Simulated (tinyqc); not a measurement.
# Pillar capacitor in an array: capacitance, non-linearity, leakage and relaxation: what changes with what

A film between two metal electrodes, each interface adding a series capacitance ci. The small-signal permittivity is ek (1 + aq E^2); the field is found with the linear permittivity. Leakage J = J0 sinh(E/Ef). After a voltage step the film passes a relaxation current kr C V tt^(-nr), tt being the time in seconds. The sidewall is a coaxial capacitor with radii a = dm/2 and b = dm/2 + t, depth AR dm; the end face is left out.

Inputs (values chosen for the exercise); permittivity of the order of that of aluminium oxide: relative permittivity of the film ek = 8.89; film thickness t = 7 nm; capacitance of each electrode interface (dead layer and screening) ci = 1000 uF/cm^2; quadratic field coefficient of the permittivity aq = 0.0018 cm^2/MV^2; bias V = 2.1 V; exponent of the relaxation current nr = 0.966; strength of the relaxation kr = 0.00044; leakage prefactor J0 = 6.2e-10 A/cm^2; field for an e-fold rise of the leakage Ef = 0.31 MV/cm; diameter of the pillar dm = 57 nm; pitch of the square array pt = 100 nm; resistivity of the inner electrode rho = 1400 uohm cm; duration of the write pulse t0 = 1e-7 s.

Constants: eps0 = 8.8541878128e-14 F/cm where lengths are in cm. Results are converted to the units shown.

Each table varies one quantity; the others keep the values above.

## Capacitance, non-linearity and leakage against thickness

Planar film: Cf = eps0 ek/t, 1/C = 1/Cf + 2/ci, EOT = 3.9 eps0/C, effective permittivity C t/eps0, E = (V/t) C/Cf; quadratic coefficient [C(V)/C - 1]/V^2 with Cf (1 + aq E^2) in C(V).

Capacitance, non-linearity and leakage against thickness:
```
t (nm)  C (uF/cm^2)  EOT (nm)  effective permittivity  E (MV/cm)  quadratic coefficient (ppm/V^2)  J (A/cm^2)
2.6           3.009     1.148                   8.836      8.028                          2.613e4       54.78
3.9           2.010     1.718                   8.854      5.363                          1.169e4     0.01011
5.7           1.377     2.507                   8.866      3.674                             5494    4.351e-5
8.5          0.9243     3.736                   8.874      2.466                             2478    8.834e-7
13           0.6048     5.710                   8.879      1.613                             1061    5.645e-8
19           0.4139     8.342                   8.883      1.104                            497.4    1.092e-8
27           0.2914     11.85                   8.885     0.7773                            246.5    3.780e-9
41           0.1919     17.99                   8.887     0.5120                            107.0    1.557e-9
60           0.1312     26.33                   8.888     0.3499                            49.96   8.582e-10
```

Read the table: what changes, and by how much?

C falls from 3.01 to 0.131 uF/cm^2 while the effective permittivity goes from 8.84 to 8.89 (ek = 8.89). EOT is a straight line in t with slope 3.9/ek = 0.439 and intercept 0.00691 nm. The quadratic coefficient goes as t^(-1.98) between the first two rows and t^(-2.00) between the last two (-2 without interfaces), and J falls by 10.8 decades. For t = 2.6, 3.9 direct tunnelling, left out, would add to the leakage.

## Cell against the aspect ratio

Per length 1/c = ln(b/a)/(2 pi eps0 ek) + (1/a + 1/b)/(2 pi ci); cell capacitance c AR dm; per footprint over pt^2; fields c V/(2 pi eps0 ek r) at r = a and b; resistance of the inner electrode rho AR dm/(pi a^2); time constant R C/3 of the distributed line.

The same in every row: field at a (MV/cm) = 3.347; field at b (MV/cm) = 2.687.

Cell against the aspect ratio:
```
AR   cell capacitance (fF)  per footprint (uF/cm^2)  R (kohm)  R C/3 (ps)
5                   0.6403                    6.403     1.564      0.3337
10                   1.281                    12.81     3.127       1.335
20                   2.561                    25.61     6.255       5.340
30                   3.842                    38.42     9.382       12.01
50                   6.403                    64.03     15.64       33.37
70                   8.965                    89.65     21.89       65.41
100                  12.81                    128.1     31.27       133.5
```

What does the comparison show?

As AR goes from 5 to 100, the cell capacitance rises from 0.640 to 12.8 fF, the capacitance per footprint rises from 6.40 to 128 uF/cm^2, the ratio of the two fields stays at 1.25 and R C/3 rises from 0.334 to 133 ps; the time constant goes as AR^(2.00) between the first two rows and AR^(2.00) between the last two.

## Charge lost after writing

Planar film: Cf = eps0 ek/t, 1/C = 1/Cf + 2/ci, EOT = 3.9 eps0/C, effective permittivity C t/eps0, E = (V/t) C/Cf. A capacitor written for t0 and then left open loses, as a share of C V, kr (tt^(1 - nr) - t0^(1 - nr))/(1 - nr) by relaxation and J tt/(C V) by leakage; both are taken as small, and rows far outside that range are left out.

The same in every row: leakage current (nA/cm^2) = 4839.

Charge lost after writing:
```
tt (s)  relaxation current (nA/cm^2)  loss by relaxation (%)  loss by leakage (%)  total loss (%)
1e-6                         6.481e5                 0.06092             2.054e-4         0.06113
1e-5                         7.009e4                  0.1268             0.002054          0.1289
0.0001                          7580                  0.1981              0.02054          0.2186
0.001                          819.7                  0.2751               0.2054          0.4805
0.01                           88.64                  0.3584                2.054           2.412
```

What does the comparison show?

The two currents are equal at tt = 1.59e-4 s. The loss by relaxation grows from 0.0609 to 0.358 %, by 0.0659 points over the first decade and 0.0833 over the last, while the loss by leakage grows tenfold a decade. Leakage is the larger loss for tt = 0.01 s. For tt = 0.01 the falling voltage would already cut the leakage, so the linear estimate overstates the loss.

Numbers from tinyqc (`OMP_NUM_THREADS=1 python tinyqc.py 2102029 2102030 out.jsonl`; about 0.01 s on one thread of a shared Intel Xeon 2.30GHz).
